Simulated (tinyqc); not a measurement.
Interdiffusion in a binary couple: Darken equations, Kirkendall shift and Boltzmann-Matano analysis: one step, computed by the program tinyqc. Command: `OMP_NUM_THREADS=1 python tinyqc.py 3024724 3024725 out.jsonl darken walk`. One thread of a shared host (Intel(R) Xeon(R) Processor @ 2.30GHz), about 0.06 s of CPU time with the checks.

x is the mole fraction of B; the molar volume is constant, and the two halves are long enough to count as infinite.

Task: Boltzmann-Matano diffusivity. D~(x) = area/(2 t slope), with z counted from the original interface (the Matano plane); 1 um^2 = 1e-12 m^2.

Inputs (values chosen for the exercise, for a model alloy A-B): temperature T = 998 K; time t = 1e+06 s.

area -int z dx from x_L to the local x = 42.87588 um

slope dx/dz at the local x = 4.882110e-04 1/um

Give: D~ from the profile.

Result:

D~ from the profile = 4.391e-14 m^2/s
